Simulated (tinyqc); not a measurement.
Spin coating of a resist or spin-on film: centrifugal thinning, evaporation and the final thickness (Emslie and Meyerhofer models). Changing the spin speed f. Computed by tinyqc, a small Python program. Command: `OMP_NUM_THREADS=1 python tinyqc.py 3113156 3113157 out.jsonl spincoat sweep`. One thread of a shared host (Intel(R) Xeon(R) Processor @ 2.30GHz), about 0.2 s of CPU time with the checks.

A Newtonian film stays uniform over the wafer; solvent and solids have the same density and the concentration is uniform through the thickness.

Inputs (values chosen for the exercise, of the order of those of a polymer resist in an ester solvent):
```
quantity                                 value          unit
solids volume fraction c0                 0.17             -
kinematic viscosity of the solvent nu_s   0.85        mm^2/s
viscosity constant k                      1400        mm^2/s
viscosity exponent gamma                   2.4             -
evaporation rate at 1000 rpm e0           0.12  micrometre/s
starting thickness h0                      300    micrometre
wafer radius R                              50            mm
shrinkage in the bake                      9.6             %
```

Method:
- omega = 2 pi f/60; nu(c) = nu_s + k c^gamma; evaporation rate e = e0 sqrt(f/1000 rpm).
- Flow constant K = 2 omega^2/(3 nu(c0)); Reynolds number of the air omega R^2/nu_air with nu_air = 15 mm^2/s.
- Full model for solids s and liquid l per area, h = s + l, c = s/h: ds/dt = -c Q, dl/dt = -(1 - c) Q - e, Q = 2 omega^2 h^3/(3 nu(c)); integrated adaptively (relative tolerance 1e-9) until l = 0.
- Dry film = s at l = 0, before the bake; film after the bake = s x (1 - shrinkage).

One run for each value:
```
spin speed f (rpm)  dry film (nm)  time to dry (s)  Reynolds number of the air
400                        2274.3           168.34                  6.9813e+03
610                        1841.7           110.41                  1.0647e+04
940                        1483.6            71.66                  1.6406e+04
1400                       1215.7            48.12                  2.4435e+04
2200                        969.8            30.62                  3.8397e+04
3400                        780.1            19.82                  5.9341e+04
5200                        630.8            12.96                  9.0757e+04
8000                        508.6             8.42                  1.3963e+05
```

Describe and explain the trends.

Over the rows, dry film (nm) falls from 2270 to 509 (exponent d ln y / d ln x about -0.50 throughout); time to dry (s) falls from 168 to 8.42 (exponent d ln y / d ln x about -1.00 throughout); Reynolds number of the air rises from 6980 to 140000 (exponent d ln y / d ln x about 1.0 throughout). The exponent of dry film stays at -0.50: (e/omega^2)^(1/3) with e as sqrt(f).
